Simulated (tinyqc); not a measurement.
# Worked calculation: input admittance of a MOSFET at zero drain bias: distributed channel and distributed gate

tinyqc, about 0.01 s, one thread, Intel Xeon 2.30GHz (shared host): `OMP_NUM_THREADS=1 python tinyqc.py 2262168 2262169 out.jsonl` Printed values are rounded.

Source and drain grounded, strong inversion, w = 2 pi f, Cox = eps0 eox/tox. The channel is an RC line of resistance 1/(mu Cox Vo) per square fed from both ends, so one finger has the intrinsic admittance y = i w Cox L tanh(g)/g per width, g = (1/2) sqrt(i w tau), tau = L^2/(mu Vo). The vertical resistance rv/L is in series with y, the overlaps 2 i w Cov in parallel: y_t = 1/(1/y + rv/L) + 2 i w Cov. The gate strip is a line of Rsh/L per length loaded by y_t, so a finger has Y = y_t Wf tanh(k)/k, k = (Wf/sd) sqrt(y_t Rsh/L); the device has Nf Y.

Parameters, values chosen for the exercise; values of the order met in silicon radio-frequency transistors: relative permittivity of the gate insulator (close to silicon dioxide) eox = 3.9; insulator thickness tox = 1.9 nm; channel length L = 0.29 um; finger width Wf = 10 um; number of fingers Nf = 64; channel mobility mu = 440 cm^2/(V s); gate overdrive Vo = 0.55 V; sheet resistance of the gate Rsh = 16 ohm/square; vertical resistivity of the gate stack rv = 0 ohm um^2; number of ends at which a finger is contacted sd = 2; overlap and fringe capacitance on each side Cov = 0.17 fF/um; frequency f = 9 GHz.

Constants: eps0 = 8.8541878128e-14 F/cm where lengths are in cm. Results are converted to the units shown.

## Low-frequency resistances and capacitance

Low-frequency limits, with c = Cox L and ct = c + 2 Cov: R_strip = Rsh Wf/(3 sd^2 L Nf), R_ch = (c/ct)^2 L/(12 mu Cox Vo Wf Nf), R_vert = (c/ct)^2 rv/(L Wf Nf), C = ct Wf Nf.

parts (ohm): strip 0.718391, channel 0.0757640, vertical 0
sum = 0.794155 ohm
C = 3590.77 fF
1/(2 pi R C) = 55.8120 GHz

The strip term is the largest, 90.5 % of the sum.

## Admittance of the channel and stack per width

tau, g, c = Cox L, y and y_t as defined.

tau = 3.47521 ps
g = 0.156732+0.156732i
c = 5.27057 fF/um
y = 4.879+297.948i uS/um
y_t = 4.879+317.174i uS/um

w tau = 0.197, and Im y is 1.00 of w c.

## Input impedance of the device

k and Y as defined; Z = 1/(Nf Y) = R + 1/(i w C); Q = |Im Z|/R; signal at the point farthest from a contact |1/cosh k|.

k = 0.471309+0.464114i
Nf Y = 31.602+197.116i mS
R = 0.792961 ohm
C = 3575.37 fF
Q = 6.23742
signal at the far point = 0.981194

R is 0.15 % below its low-frequency limit and C is 0.43 % below its own.
